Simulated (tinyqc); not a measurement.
Inside a calculation. Model: self-consistent Fermi level with native defects, at growth and after a quench. Computed by tinyqc, a small Python program that keeps every step. Command: `OMP_NUM_THREADS=1 python tinyqc.py 3022062 3022063 out.jsonl scfermi walk`. One thread of a shared host (Intel(R) Xeon(R) Processor @ 2.30GHz), about 0.07 s of CPU time with the checks. Intermediate numbers are printed to about 6 digits and carried at full precision; extremes and crossings named in words are read from the listed rows.

Energies are counted from the top of the valence band (VBM); when the gap shrinks with temperature the conduction band moves and the levels stay. D and A draw on one reservoir with opposite signs, as the two vacancies of a compound do.

Inputs (values chosen for the exercise, for a model semiconductor):

| quantity | value | unit |
|---|---|---|
| gap E_g at 300 K | 2.14 | eV |
| slope -dE_g/dT above 300 K | 0.00037 | eV/K |
| electron mass m_e | 0.45 | m_0 |
| valleys M_c | 3 | - |
| hole mass m_h | 0.797 | m_0 |
| E_f of the neutral native donor D | 2.182 | eV |
| E_f of the neutral native acceptor A | 1.891 | eV |
| shift s of the chemical potential | -0.17 | eV |
| site density N_s | 2e+22 | cm^-3 |
| dopant density N_X | 0 | cm^-3 |
| growth temperature T_g | 1100 | K |
| temperature of use T | 400 | K |

Added shallow dopant: none.

levels of D above the VBM, most positive state first (eV): 1.36

levels of A above the VBM, (0/-1) first (eV): 0.84

Constants: m_0 = 9.1093837015e-31 kg; k_B = 1.380649e-23 J/K; h = 6.62607015e-34 J s; k_B = 8.617333262e-05 eV/K.

## Formation energies at E_F = 0

E_f(D, 0) = input + s and E_f(A, 0) = input - s; E_f(q, E_F = 0) follows from the levels, eps(q/q-1) = E_f(q - 1) - E_f(q) at E_F = 0.

E_f(q, E_F = 0) (eV): D(+1) 0.652, D(0) 2.012, A(0) 2.061, A(-1) 2.901

## Bands at growth

E_g(T) = E_g - slope x max(0, T - 300 K). N_c = 2 M_c (2 pi m_e k_B T/h^2)^(3/2) and N_v = 2 (2 pi m_h k_B T/h^2)^(3/2), masses in units of m_0. At growth T = T_g.

E_g(T_g) = 1.844 eV

N_c(T_g) = 1.59558e+20 cm^-3

N_v(T_g) = 1.25362e+20 cm^-3

k_B T_g = 0.0947907 eV

## Charges across the gap at T_g

n = N_c F_1/2((E_F - E_g)/k_B T), p = N_v F_1/2(-E_F/k_B T). F_1/2(eta) = (2/sqrt(pi)) int_0^infinity sqrt(x)/(1 + exp(x - eta)) dx, by the trapezoid rule in t = sqrt(x) with step 0.02 up to t = 12 (for eta < -12 by exp(eta) - exp(2 eta)/2^(3/2)). In equilibrium c_q = N_s exp(-(E_f(q, 0) + q E_F)/k_B T). Net charge = p - n + sum q c_q; the log ratio is ln(positive charge/negative charge). Entries near or above N_s lie outside the dilute limit and only show that E_F cannot go there.

Densities (cm^-3):

| E_F (eV) | n | p | charge on D | charge on A | log ratio |
|---|---|---|---|---|---|
| 0.092 | 1.49943e+12 | 4.21912e+19 | 7.80382e+18 | 2.69941e+09 | 17.3205 |
| 0.369 | 2.78634e+13 | 2.53771e+18 | 4.19952e+17 | 5.01622e+10 | 11.5708 |
| 0.645 | 5.12343e+14 | 1.38948e+17 | 2.28388e+16 | 9.22366e+11 | 5.7532 |
| 0.922 | 9.52050e+15 | 7.48009e+15 | 1.22904e+15 | 1.71400e+13 | -0.0909 |
| 1.199 | 1.76851e+17 | 4.02539e+14 | 6.61390e+13 | 3.18507e+14 | -5.9349 |
| 1.475 | 3.22995e+18 | 2.18918e+13 | 3.59693e+12 | 5.85659e+15 | -11.7515 |
| 1.752 | 5.37001e+19 | 1.17808e+12 | 1.93564e+11 | 1.08831e+17 | -17.4849 |

## Equilibrium at growth

E_F is the root of the log ratio, by 50 bisections between -0.5 eV and E_g + 0.5 eV.

E_F at growth = 0.917693 eV

n at growth = 9.09760e+15 cm^-3

p at growth = 7.82780e+15 cm^-3

Defects at growth:

| state | E_f (eV) | c (cm^-3) |
|---|---|---|
| D(+1) | 1.56969 | 1.28617e+15 |
| D(0) | 2.01200 | 1.21009e+13 |
| A(0) | 2.06100 | 7.21636e+12 |
| A(-1) | 1.98331 | 1.63786e+13 |

total D = 1.29827e+15 cm^-3

total A = 2.35950e+13 cm^-3

The largest part of the positive charge comes from holes (86 %) and that of the negative charge from electrons (100 %).

## After the quench to T

After a quench the totals of D and A stay as grown, and each is shared among its charge states with weights exp(-(E_f(q, 0) + q E_F)/k_B T).

E_F after the quench = 1.49635 eV

n after the quench = 7.95147e+11 cm^-3

p after the quench = 3.85484 cm^-3

Frozen defects:

| state | c (cm^-3) | share of its total |
|---|---|---|
| D(+1) | 2.43901e+13 | 1.87866e-02 |
| D(0) | 1.27388e+15 | 9.81213e-01 |
| A(0) | 1.26822e+05 | 5.37494e-09 |
| A(-1) | 2.35950e+13 | 1.00000e+00 |

The material is n-type with 7.95e11 carriers per cm^3.

## Slow cooling against a quench

Each E_F by bisection; full equilibrium lets the defects form and vanish at every T.

Two histories (densities in cm^-3):

| T (K) | E_F, equilibrium (eV) | n | p | all defects | E_F, frozen (eV) | n, frozen | p, frozen |
|---|---|---|---|---|---|---|---|
| 960 | 0.94084 | 1.26157e+15 | 1.17570e+15 | 8.87701e+13 | 0.97917 | 2.00519e+15 | 7.39691e+14 |
| 820 | 0.96612 | 9.53460e+13 | 9.31020e+13 | 2.30819e+12 | 1.14636 | 1.22203e+15 | 7.26403e+12 |
| 680 | 0.99277 | 2.68557e+12 | 2.67281e+12 | 1.30883e+10 | 1.32689 | 8.04196e+14 | 8.92567e+09 |
| 540 | 1.02000 | 1.30401e+10 | 1.30352e+10 | 5.03084e+06 | 1.45100 | 1.37331e+14 | 1.23774e+06 |
| 400 | 1.04734 | 1.75077e+06 | 1.75076e+06 | 7.85635e+00 | 1.49635 | 7.95147e+11 | 3.85484e+00 |

At 400 K equilibrium would leave 7.86 defects per cm^3 against 1.32e15 frozen in, and E_F differs by +0.449 eV. The majority density of the quenched sample is 450000 times the equilibrium one. Real samples lie between, set by the temperature at which diffusion stops.

Checks made by the program: neutrality at growth (relative difference below 1e-10).
